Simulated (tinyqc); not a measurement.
Raman line shape of confined optical phonons and breathing modes of small crystals. Changing the natural width Gamma_0. Computed by tinyqc, a small Python program. Command: `OMP_NUM_THREADS=1 python tinyqc.py 3004212 3004213 out.jsonl confine sweep`. One thread of a shared host (Intel(R) Xeon(R) Processor @ 2.30GHz), about 0.04 s of CPU time with the checks.

Confinement in 3 direction(s) lets phonons with q away from zero scatter light. q is in units of 2 pi/a, from 0 to 1, and the branch is isotropic: omega(q)^2 = (omega_0^2 + omega_X^2)/2 + ((omega_0^2 - omega_X^2)/2) cos(pi q). The model and its constant beta are phenomenological; beta = 8 is the common choice.

Inputs (values chosen for the exercise, modelled on silicon):

| quantity | value | unit |
|---|---|---|
| bulk frequency omega_0 | 520.5 | 1/cm |
| frequency at the zone boundary omega_X | 402 | 1/cm |
| lattice constant a | 5.431 | angstrom |
| size L | 6.5 | nm |
| confinement constant beta | 4 | - |
| probe offset omega - omega_0 | -3.7 | 1/cm |

Shape: sphere.

Method:
- Weight W(q) = q^2 exp(-(2 L q/a)^2/(2 beta)) dq, that is exp(-k^2 L^2/(2 beta pi^2)) for k = 2 pi q/a.
- I(omega) = int W(q) / [(omega - omega(q))^2 + (Gamma_0/2)^2] dq / int W dq x (Gamma_0/2)^2, by 400 Gauss-Legendre points on 0 < q < min(1, 2.5 a sqrt(2 beta)/L).
- Bulk Lorentzian 1/(1 + (2 offset/Gamma)^2); mean shift = weighted mean of omega(q) less the bulk frequency.
- The peak is the maximum of I; the width is taken between the half-maximum points, and the asymmetry is the low-side half-width over the high-side one.

One run for each value:

| natural width Gamma_0 (1/cm) | peak shift (1/cm) | asymmetry | full width (1/cm) | mean shift, from the weights (1/cm) |
|---|---|---|---|---|
| 0.8 | -2.1621 | 2.6140 | 7.0433 | -5.318 |
| 1.2 | -2.3012 | 2.4532 | 7.3479 | -5.318 |
| 1.8 | -2.4866 | 2.2508 | 7.8199 | -5.318 |
| 2.7 | -2.7251 | 2.0196 | 8.5454 | -5.318 |
| 4.1 | -3.0289 | 1.7740 | 9.6963 | -5.318 |
| 6.2 | -3.3820 | 1.5480 | 11.4540 | -5.318 |
| 9.3 | -3.7628 | 1.3609 | 14.1000 | -5.318 |
| 14.0 | -4.1535 | 1.2160 | 18.2100 | -5.318 |

What does the table show, and why?

Over the rows, peak shift (1/cm) falls from -2.16 to -4.15 (exponent d ln y / d ln x 0.15 between the first rows and 0.24 between the last); asymmetry falls from 2.61 to 1.22 (exponent d ln y / d ln x -0.16 between the first rows and -0.28 between the last); full width (1/cm) rises from 7.04 to 18.2 (exponent d ln y / d ln x 0.10 between the first rows and 0.63 between the last). A broad natural line averages over the spread of omega(q): the peak moves towards the mean shift and the asymmetry fades.

Extremes, crossings and ranges named in words are read from the listed rows.
